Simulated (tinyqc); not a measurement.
Width of the well: strained quantum well: band edges, subbands and transparency.

Growth on (001), barriers unstrained: tr(e) = e (2 - nu2), Z = b e (1 + nu2); Ec = Ev + Eg + ac tr(e), E_HH = Ev + av tr(e) + Z, E_LH = Ev + av tr(e) - Z (coupling to the split-off band left out).

Masses along z: me, 1/(g1 - 2 g2) for HH, 1/(g1 + 2 g2) for LH, likewise in the barrier; in the plane me, 1/(g1 + g2) for HH and 1/(g1 - g2) for LH (no mixing, which understates the hole masses away from k = 0). Level n solves k L + 2 atan[(k/m)/(kappa/mb)] = n pi, k = sqrt(m E/c), kappa = sqrt(mb (V - E)/c), c = hbar^2/2m0.

Transparency (Bernard-Duraffourg): Fc - Fv equals the lowest transition energy with n = p, n = sum m/(2 pi c) kB T ln(1 + exp((Fc - E)/kB T)) and p likewise over the listed subbands; c = hbar^2/2m0, 1/angstrom^2 = 1e16/cm^2.

Constants: hbar^2/2m0 = 3.80998211 eV angstrom^2; kB = 8.617333262e-05 eV/K; hc = 1239.841984 eV nm.

Parameters, chosen for this exercise (near those of an InGaAs/InP well; shifted at random, so the results belong to these values and not to a real crystal): e = -0.0085 (strain in the plane); nu2 = 1.019 (2 C12/C11); Eg = 0.593 eV (unstrained gap of the well); Ev = -0.576 eV (its valence edge); ac = -5.79 eV; av = 1.05 eV (Ev moves by av tr(e)); b = -1.87 eV (shear potential); Egb = 1.345 eV (gap of the barrier); Evb = -0.94 eV (its valence edge); me = 0.0379 m0 (electron mass); g1 = 15.57 (gamma1); g2 = 6.31 (gamma2); meb = 0.08 m0; g1b = 5.08; g2b = 1.6; T = 300 K (temperature); Ls = (30, 40, 55, 70, 90, 120) angstrom (widths).

All levels anew.

Results:

| L (angstrom) | wavelength (nm) | top hole | hh1 - lh1 (meV) | n_tr (1e12/cm^2) | share in top | n_tr/L (1e18/cm^3) |
|---|---|---|---|---|---|---|
| 30 | 1470 | hh1 | 148 | 0.313 | 0.99 | 1.04 |
| 55 | 1686 | hh1 | 121 | 0.328 | 0.90 | 0.60 |
| 70 | 1759 | hh1 | 110 | 0.347 | 0.80 | 0.50 |
| 90 | 1824 | hh1 | 100 | 0.375 | 0.68 | 0.42 |
| 120 | 1882 | hh1 | 89 | 0.420 | 0.54 | 0.35 |

Give the missing row, L (angstrom) = 40.

Computed row:
```
L (angstrom)  wavelength (nm)  top hole  hh1 - lh1 (meV)  n_tr (1e12/cm^2)  share in top  n_tr/L (1e18/cm^3)
40                       1576       hh1              136             0.316          0.97                0.79
```

The wavelength tunes by 412 nm. The sheet density at transparency changes from 0.31 to 0.42, the top hole subband holding 0.99 and 0.54 of the holes at the ends, while the volume density falls by a factor 3.0. Critical thickness and carrier escape are left out.

Run: tinyqc, `OMP_NUM_THREADS=1 python tinyqc.py 1250978 1250979 out.jsonl`; Intel(R) Xeon(R) Processor @ 2.30GHz, one thread, shared host; about 0.01 s of CPU time with all checks.
